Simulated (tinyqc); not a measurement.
# Input admittance of a MOSFET at zero drain bias: distributed channel and distributed gate: effect of the gate overdrive

Source and drain grounded, strong inversion, w = 2 pi f, Cox = eps0 eox/tox. The channel is an RC line of resistance 1/(mu Cox Vo) per square fed from both ends, so one finger has the intrinsic admittance y = i w Cox L tanh(g)/g per width, g = (1/2) sqrt(i w tau), tau = L^2/(mu Vo). The vertical resistance rv/L is in series with y, the overlaps 2 i w Cov in parallel: y_t = 1/(1/y + rv/L) + 2 i w Cov. The gate strip is a line of Rsh/L per length loaded by y_t, so a finger has Y = y_t Wf tanh(k)/k, k = (Wf/sd) sqrt(y_t Rsh/L); the device has Nf Y.

Low-frequency limits, with c = Cox L and ct = c + 2 Cov: R_strip = Rsh Wf/(3 sd^2 L Nf), R_ch = (c/ct)^2 L/(12 mu Cox Vo Wf Nf), R_vert = (c/ct)^2 rv/(L Wf Nf), C = ct Wf Nf. Z = 1/(Nf Y) = R + 1/(i w C), Q = |Im Z|/R, far-point signal |1/cosh k|.

Values chosen for this exercise; values of the order met in silicon radio-frequency transistors: relative permittivity of the gate insulator (close to silicon dioxide) eox = 3.9; insulator thickness tox = 2 nm; channel length L = 0.075 um; finger width Wf = 6.1 um; number of fingers Nf = 32; channel mobility mu = 310 cm^2/(V s); sheet resistance of the gate Rsh = 36 ohm/square; vertical resistivity of the gate stack rv = 6.4 ohm um^2; number of ends at which a finger is contacted sd = 2; overlap and fringe capacitance on each side Cov = 0.37 fF/um; frequency f = 6 GHz.

Constants: eps0 = 8.8541878128e-14 F/cm where lengths are in cm. Results are converted to the units shown.

Effect of the gate overdrive:
```
Vo (V)      w tau      |k|  R (ohm)  low-frequency R (ohm)  C (fF)       Q  signal at the far point
0.2      0.034203  0.58527   7.9167                 7.9231  396.18  8.4573                  0.98962
0.35     0.019544  0.58527   7.8649                 7.8712  396.18  8.5129                  0.98975
0.5      0.013681  0.58527   7.8442                 7.8505  396.18  8.5354                  0.98980
0.65     0.010524  0.58527   7.8331                 7.8393  396.18  8.5475                  0.98982
0.8     0.0085507  0.58527   7.8261                 7.8323  396.18  8.5552                  0.98984
0.95    0.0072006  0.58527   7.8213                 7.8275  396.18  8.5604                  0.98985
1.1     0.0062187  0.58527   7.8179                 7.8240  396.18  8.5642                  0.98986
1.25    0.0054725  0.58527   7.8152                 7.8214  396.18  8.5670                  0.98987
```

As Vo goes from 0.2 to 1.25, R falls from 7.92 to 7.82 ohm, C stays near 396 fF and Q rises from 8.46 to 8.57. Only the channel term depends on Vo.

Numbers from tinyqc (`OMP_NUM_THREADS=1 python tinyqc.py 2262193 2262194 out.jsonl`; about 0.01 s on one thread of a shared Intel Xeon 2.30GHz).
